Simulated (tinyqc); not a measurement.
Solute against host over temperature: five-frequency model of solute diffusion by vacancies in an fcc metal. Computed by tinyqc, a small Python program. Command: `OMP_NUM_THREADS=1 python tinyqc.py 3030792 3030793 out.jsonl fivefreq walk`. One thread of a shared host (Intel(R) Xeon(R) Processor @ 2.30GHz), about 0.08 s of CPU time with the checks.

A vacancy next to the solute exchanges with it (w2), jumps to one of 4 sites that also neighbour the solute (w1) or to one of 7 that do not (w3); w4 is the reverse of w3 and w0 the host jump.

Inputs (values chosen for the exercise, for a model solute in a host close to silver): barrier E0 (host jump) = 0.683 eV; barrier E1 (vacancy circles the solute) = 0.647 eV; barrier E2 (exchange) = 0.812 eV; barrier E3 (dissociation) = 0.74 eV; binding energy E_b (positive for attraction) = 0.19 eV; vacancy formation energy E_f = 1.1 eV; formation entropy S_f = 2.1 k_B; attempt frequency nu = 8.2 THz; lattice constant a = 4.09 angstrom; temperature T = 684 K.

Constants: k_B = 8.617333262e-05 eV/K.

Method:
- w_i = nu exp(-E_i/(k_B T)); detailed balance gives E4 = E3 - E_b.
- Manning: with y = w4/w0, 7F = 7 - (10 y^4 + 180.5 y^3 + 927 y^2 + 1341 y)/(2 y^4 + 40.2 y^3 + 254 y^2 + 597 y + 436); f2 = (2 w1 + 7F w3)/(2 w2 + 2 w1 + 7F w3).
- c_v = exp(S_f - E_f/(k_B T)); host D0 = a^2 c_v w0 x 0.7815; solute D2 = a^2 c_v exp(E_b/(k_B T)) w2 f2; 1 angstrom^2 = 1e-16 cm^2.

Diffusion:
```
T (K)       f2  D0 (cm^2/s)  D2 (cm^2/s)   D2/D0
445    0.98786   5.6120e-22   3.4812e-21  6.2032
513    0.97959   2.6655e-19   1.3279e-18  4.9818
581    0.97012   2.9916e-17   1.2558e-16  4.1979
684    0.95502   6.3810e-15   2.1950e-14  3.4398
787    0.94043   3.3440e-13   9.8922e-13  2.9582
889    0.92726   6.8282e-12   1.7964e-11  2.6308
992    0.91546   7.6527e-11   1.8299e-10  2.3912
```

The apparent activation energy of D2 is 1.720 eV between the coldest rows and 1.713 eV between the hottest; without correlation it would be E_f - E_b + E2 = 1.722 eV, and the host has 1.783 eV. f2 is not small, so the exchange barrier governs.
